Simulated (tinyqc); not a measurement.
What moves the results: strained quantum well: band edges, subbands and transparency. A value that a table varies takes the place of the one given here.

Growth on (001), barriers unstrained: tr(e) = e (2 - nu2), Z = b e (1 + nu2); Ec = Ev + Eg + ac tr(e), E_HH = Ev + av tr(e) + Z, E_LH = Ev + av tr(e) - Z (coupling to the split-off band left out).

Masses along z: me, 1/(g1 - 2 g2) for HH, 1/(g1 + 2 g2) for LH, likewise in the barrier; in the plane me, 1/(g1 + g2) for HH and 1/(g1 - g2) for LH (no mixing, which understates the hole masses away from k = 0). Level n solves k L + 2 atan[(k/m)/(kappa/mb)] = n pi, k = sqrt(m E/c), kappa = sqrt(mb (V - E)/c), c = hbar^2/2m0.

Transparency (Bernard-Duraffourg): Fc - Fv equals the lowest transition energy with n = p, n = sum m/(2 pi c) kB T ln(1 + exp((Fc - E)/kB T)) and p likewise over the listed subbands; c = hbar^2/2m0, 1/angstrom^2 = 1e16/cm^2.

Constants: hbar^2/2m0 = 3.80998211 eV angstrom^2; kB = 8.617333262e-05 eV/K; hc = 1239.841984 eV nm.

Inputs chosen for the exercise (near those of an InGaAs/InP well; shifted at random, so the results belong to these values and not to a real crystal):
- nu2 = 1.003 (2 C12/C11)
- Eg = 0.682 eV (unstrained gap of the well)
- Ev = -0.587 eV (its valence edge)
- ac = -5.98 eV
- av = 1.07 eV (Ev moves by av tr(e))
- b = -1.89 eV (shear potential)
- Egb = 1.354 eV (gap of the barrier)
- Evb = -0.94 eV (its valence edge)
- L = 56 angstrom (well width)
- me = 0.0414 m0 (electron mass)
- g1 = 14.4 (gamma1)
- g2 = 5.73 (gamma2)
- meb = 0.08 m0
- g1b = 5.08
- g2b = 1.6
- T = 300 K (temperature)
- es = (-0.02, -0.014, -0.008, -0.003, 0, 0.003, 0.007, 0.012) (strains)
- e = -0.0024 (strain in the plane)
- Ls = (30, 40, 55, 70, 90, 120) angstrom (widths)

## Strain as a design knob

Only the strain is changed; the unstrained gap and the masses are kept.

Results:

| e (%) | wavelength (nm) | top hole | hh1 - lh1 (meV) | n_tr (1e12/cm^2) | share in top |
|---|---|---|---|---|---|
| -2.0 | 1476 | hh1 | 198 | 0.354 | 0.91 |
| -1.4 | 1500 | hh1 | 157 | 0.355 | 0.91 |
| -0.8 | 1527 | hh1 | 115 | 0.360 | 0.88 |
| -0.3 | 1550 | hh1 | 80 | 0.375 | 0.81 |
| 0.0 | 1565 | hh1 | 59 | 0.398 | 0.71 |
| 0.3 | 1581 | hh1 | 37 | 0.439 | 0.57 |
| 0.7 | 1602 | hh1 | 9 | 0.537 | 0.36 |
| 1.2 | 1688 | lh1 | -26 | 0.534 | 0.84 |

n_tr is largest at e = +0.7 % (0.54), where hh1 - lh1 = 9 meV and the top subband holds 36 % of the holes, and smallest, 0.35, at -2.0 and -1.4 %. The top hole level turns from hh to lh, and the light from TE to TM, between +0.7 and +1.2 %. The wavelength runs from 1476 to 1688 nm.

## Width of the well

All levels anew.

Results:

| L (angstrom) | wavelength (nm) | top hole | hh1 - lh1 (meV) | n_tr (1e12/cm^2) | share in top | n_tr/L (1e18/cm^3) |
|---|---|---|---|---|---|---|
| 30 | 1375 | hh1 | 107 | 0.347 | 0.95 | 1.16 |
| 40 | 1461 | hh1 | 93 | 0.355 | 0.91 | 0.89 |
| 55 | 1549 | hh1 | 76 | 0.377 | 0.80 | 0.69 |
| 70 | 1607 | hh1 | 64 | 0.405 | 0.69 | 0.58 |
| 90 | 1657 | hh1 | 53 | 0.444 | 0.56 | 0.49 |
| 120 | 1702 | hh1 | 43 | 0.505 | 0.44 | 0.42 |

The wavelength tunes by 328 nm. The sheet density at transparency changes from 0.35 to 0.50, the top hole subband holding 0.95 and 0.44 of the holes at the ends, while the volume density falls by a factor 2.8. Critical thickness and carrier escape are left out.

## What each parameter does

Edge wavelength, hh1 - lh1 and n_tr. Each row changes one parameter from the base and keeps the others.

Results:

| case | wavelength (nm) | hh1 - lh1 (meV) | n_tr (1e12/cm^2) |
|---|---|---|---|
| base | 1553.4 | 75.4 | 0.379 |
| L = 48 angstrom | 1512.5 | 83.5 | 0.366 |
| e = -0.0044 | 1543.7 | 89.5 | 0.369 |
| Eg = 0.662 eV | 1588.3 | 75.4 | 0.379 |
| b = -2.17 eV | 1556.0 | 78.0 | 0.377 |
| ac = -5.38 eV | 1555.9 | 75.4 | 0.379 |
| me = 0.0455 m0 | 1557.2 | 75.4 | 0.399 |
| g1 = 15.26 | 1546.4 | 72.4 | 0.368 |
| T = 340 K | 1553.4 | 75.4 | 0.444 |

The largest shifts from the base row, up to three for each result and ties (the steps differ in size, so this ranks the rows, not the parameters). wavelength (nm): L -40.9, Eg +34.9, e -9.7; unchanged at the printed digits by T. hh1 - lh1 (meV): e +14.0, L +8.1, g1 -3.1; unchanged at the printed digits by Eg, ac, me and T. n_tr (1e12/cm^2): T +0.066, me +0.020, L -0.013; unchanged at the printed digits by Eg and ac.

Program tinyqc; command `OMP_NUM_THREADS=1 python tinyqc.py 1250072 1250073 out.jsonl`; about 0.01 s on one thread of a shared Intel(R) Xeon(R) Processor @ 2.30GHz.
